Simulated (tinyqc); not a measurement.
# Small-signal admittance of a forward-biased p+-n diode: two studies

Holes injected into a neutral base of width wb with an ohmic contact at its end; low injection, p0 far above the equilibrium density. A small voltage v exp(i w t), w = 2 pi f, modulates the edge density by p0 v/Vt, and the small-signal density obeys Dp d2p/dx2 = (1/tau + i w) p.

Parameters, values chosen for the exercise; permittivity close to that of germanium: temperature T = 300 K; relative permittivity eps_r = 16; donor density of the base Nd = 2.5e15 cm^-3; hole diffusion coefficient Dp = 43 cm^2/s; hole lifetime tau = 3e-7 s; width of the neutral base wb = 93 um; excess hole density at the junction edge p0 = 1.1e12 cm^-3; acceptor density of the p+ side Na = 3e19 cm^-3; series resistance Rs = 0.0036 ohm cm^2; signal frequency f = 8.5e5 Hz.

Constants: q = 1.602176634e-19 C, kB = 1.380649e-23 J/K, Vt = kB T/q, eps0 = 8.8541878128e-14 F/cm where lengths are in cm. Results are converted to the units shown.

Each table varies one quantity; the others keep the values above.

## Admittance against frequency

L = sqrt(Dp tau); direct current J = (q Dp p0/L) coth(wb/L); k = sqrt(1 + i w tau)/L; diffusion admittance Y = (q Dp p0/Vt) k coth(k wb) = G + i w C_diff; junction capacitance C_j = sqrt(q eps0 eps_r Nd/(2 Vr)) in the depletion approximation, with the remaining barrier Vr = Vt ln(Na/p0), a rough value under forward bias; base-width modulation is left out. Measured admittance 1/[Rs + 1/(Y + i w C_j)].

The same in every row: C_j (uF/cm^2) = 0.025318.

Result of one run:
```
f (Hz),w tau,G (S/cm^2),C_diff (uF/cm^2),measured G (S/cm^2),measured C (uF/cm^2),phase of the measured Y (degrees)
1e5,0.18850,0.082817,0.011630,0.082794,0.036926,15.654
```

What becomes of these results when the signal frequency f is changed from 1e5 to 2000 Hz, all else the same?

Result of the changed run:
```
f (Hz),w tau,G (S/cm^2),C_diff (uF/cm^2),measured G (S/cm^2),measured C (uF/cm^2),phase of the measured Y (degrees)
2000,0.0037699,0.082543,0.011659,0.082518,0.036955,0.32244
```

The whole series:
```
f (Hz),w tau,G (S/cm^2),C_diff (uF/cm^2),measured G (S/cm^2),measured C (uF/cm^2),phase of the measured Y (degrees)
2000,0.0037699,0.082543,0.011659,0.082518,0.036955,0.32244
7000,0.013195,0.082544,0.011659,0.082519,0.036954,1.1284
30000,0.056549,0.082567,0.011656,0.082543,0.036952,4.8234
1e5,0.18850,0.082817,0.011630,0.082794,0.036926,15.654
5e5,0.94248,0.088728,0.011030,0.088747,0.036325,52.129
2e6,3.7699,0.12783,0.0078263,0.12839,0.033114,72.852
9e6,16.965,0.24481,0.0040815,0.25452,0.029347,81.280
4e7,75.398,0.50446,0.0019807,0.67198,0.027183,84.382
2e8,376.99,1.1220,8.9053e-4,4.9224,0.025640,81.314
```

G starts at J/Vt = 0.0825 S/cm^2 and C_diff at (J tau/(2 Vt))(1 - 2 x/sinh 2x) = 0.0117 uF/cm^2, x = wb/L = 2.59. Between the last two rows G goes as f^(0.50) and C_diff as f^(-0.50); the limits are 1/2 and -1/2, reached when the signal penetrates only sqrt(Dp/w). The measured C is 0.059 % below C_diff + C_j in the first row and 2.2 % below it in the last, the difference being due to Rs.

## Effect of the hole lifetime

Same model as above.

The same in every row: C_j (uF/cm^2) = 0.025318.

Effect of the hole lifetime:
```
tau (s),w tau,G (S/cm^2),C_diff (uF/cm^2),measured G (S/cm^2),measured C (uF/cm^2),phase of the measured Y (degrees)
3e-9,0.016022,0.81620,0.0012242,0.81388,0.026387,9.8234
1e-8,0.053407,0.44720,0.0022344,0.44655,0.027464,18.183
6e-8,0.32044,0.18477,0.0054072,0.18475,0.030684,41.574
3e-7,1.6022,0.097653,0.010171,0.097748,0.035464,62.702
1e-6,5.3407,0.078988,0.012552,0.079112,0.037849,68.626
6e-6,32.044,0.072710,0.013676,0.072847,0.038973,70.711
3e-5,160.22,0.071753,0.013870,0.071892,0.039168,71.033
```

What does the table show?

As tau goes from 3e-9 to 3e-5, G falls from 0.816 to 0.0718 S/cm^2, C_diff rises from 0.00122 to 0.0139 uF/cm^2 and the measured C rises from 0.0264 to 0.0392 uF/cm^2. C_diff stays below C_j.

tinyqc, about 0.01 s, one thread, Intel Xeon 2.30GHz (shared host): `OMP_NUM_THREADS=1 python tinyqc.py 2890176 2890177 out.jsonl`
